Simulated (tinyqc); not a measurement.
Solid solubility of a dopant against its melt (retrograde solidus), clustering and the electrically active fraction: one step, computed by the program tinyqc.

Problem. Active fraction after the anneal. A highly soluble donor (another dopant than that of the solidus) is limited by clustering. Donors N_a are active, and clusters hold m atoms each: N_t = N_a + m C, m C = N* (N_a/N*)^m, with N*(T) = N*(1273 K) exp[-(E_b/k_B)(1/T - 1/1273)]. Resistivity = 1/(e mu N_a).

Inputs (values chosen for the exercise, of the order of those of gallium in silicon for the solubility):
```
quantity,value,unit
total dopant density N_t,1e+21,1/cm^3
atoms per cluster m,3,-
cluster scale N* at 1273 K,5.3e+20,1/cm^3
activation energy E_b of the cluster scale,0.34,eV
anneal temperature T_a,975,K
mobility mu,45,cm^2/(V s)
```

Clustering: clusters of m atoms, electrons left out.

Constants: k_B = 8.617333262e-05 eV/K; e = 1.602176634e-19 C.

Give: N*(T_a); active density N_a; active fraction; resistivity.

Solution.

N*(T_a) = 2.055e+20 1/cm^3

active density N_a = 3.080e+20 1/cm^3

active fraction = 0.3080

resistivity = 0.4503 milliohm cm

Doubling the dose would raise N_a by only 32 %. Caution: this clustering law is a generic form; degeneracy and a doping-dependent mobility are left out.
